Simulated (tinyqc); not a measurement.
Frenkel-Kontorova chain: a misfit dislocation (kink) in a monolayer on a periodic substrate: one step, computed by the program tinyqc. Command: `OMP_NUM_THREADS=1 python tinyqc.py 3001737 3001738 out.jsonl fkchain walk`. One thread of a shared host (Intel(R) Xeon(R) Processor @ 2.30GHz), about 0.04 s of CPU time with the checks.

E = sum_j [(k/2)(x_(j+1) - x_j - b)^2 + (W/2)(1 - cos(2 pi x_j/a))], x_j = a (j + u_j). A kink takes u from 0 to 1: the chain is stretched by one period and has one atom fewer than wells.

Question. Continuum limit. l0 = sqrt(k a^2/(2 W)); kink u(j) = (2/pi) arctan exp(pi j/l0); kink energy at f = 0: E0 = (4/pi) W l0; with misfit E0 - k a^2 f; kinks become favourable at f_c = 2/(pi l0), and a coherent chain with free ends loses stability at f_m = 1/l0. Lowest vibration of the flat chain: nu0 = 15.6333042 THz x sqrt(2 pi^2 W/(a^2 M)).

Inputs (values chosen for the exercise, for a model overlayer):

| quantity | value | unit |
|---|---|---|
| spring constant k | 2.61 | eV/angstrom^2 |
| substrate period a | 3.95 | angstrom |
| corrugation W | 7.17 | eV |
| misfit f = (b - a)/a | 0.2 | - |
| atomic mass M | 157 | u |

Constants: nu for 1 eV/(angstrom^2 u) = 15.6333042 THz.

Give: kink width l0; kink energy E0; kink energy with misfit; critical misfit f_c; limit f_m; gap frequency nu0.

Answer.

kink width l0 = 1.6852

kink energy E0 = 15.384 eV

kink energy with misfit = 7.2396 eV

critical misfit f_c = 0.37778

limit f_m = 0.59341

gap frequency nu0 = 3.7578 THz

f < f_c: the layer stays in register. Caution: a corrugation above 1 eV is larger than real overlayers usually show; it is chosen to keep the kink narrow. Caution: for l0 below about 3 the kink spans few atoms, and the continuum kink energy is off by about 2 per cent or more.
